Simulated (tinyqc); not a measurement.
## Composition from the perpendicular lattice constant

Inverse problem. The layer is x parts of the first compound and 1 - x of the second, grown coherently on the third as substrate and barrier. Rows of the table: lattice constant a, average valence level Ea on an absolute scale, spin-orbit splitting so, gaps at Gamma, X and L, hydrostatic deformation potentials av and ac (Gamma), shear potential b, elastic constants, electron and heavy-hole (along z) masses. All are interpolated linearly in x; gaps get -C x (1 - x), taken wholly in the conduction band; real line-ups can differ from this model by 0.1 eV or more. In-plane strain e = (a_substrate - a)/a, e_z = -2 (c12/c11) e, volume change 2 e + e_z. X-ray diffraction gives a_z = a (1 + e_z) of the coherent layer. Find x, e and the relaxed Gamma gap.

Parameters, values chosen for the exercise:

| symbol | value | unit | meaning |
|---|---|---|---|
| CG | 1.43 | eV | bowing of the Gamma gap |
| CX | 1.2 | eV | bowing of the X gap |
| CL | 1.2 | eV | bowing of the L gap |

Binary compounds, values chosen for the exercise:
```
,close to GaSb,close to GaAs,close to InP
a (angstrom),6.096,5.653,5.869
Ea (eV),-6.25,-6.92,-7.04
so (eV),0.765,0.343,0.109
EG (eV),0.723,1.41,1.35
EX (eV),1.03,1.91,2.19
EL (eV),0.801,1.69,1.91
av (eV),0.786,1.17,1.27
ac (eV),-6.87,-7.26,-5.02
b (eV),-2.03,-1.69,-1.7
c11 (GPa),87.8,120,102
c12 (GPa),40.4,53.9,56.3
me (m0),0.0395,0.0677,0.0803
mh (m0),0.254,0.354,0.523
```

lattice constant along the growth direction = 5.82881431 angstrom

Solution. a_z changes steadily with x, about (1 + 2 c12/c11) times as fast as the relaxed lattice constant, so one composition matches.

x = 0.4400
e = 0.3605 %
relaxed Gamma gap = 0.7554 eV

tinyqc, about 0.01 s, one thread, Intel Xeon 2.30GHz (shared host): `OMP_NUM_THREADS=1 python tinyqc.py 2690112 2690113 out.jsonl`
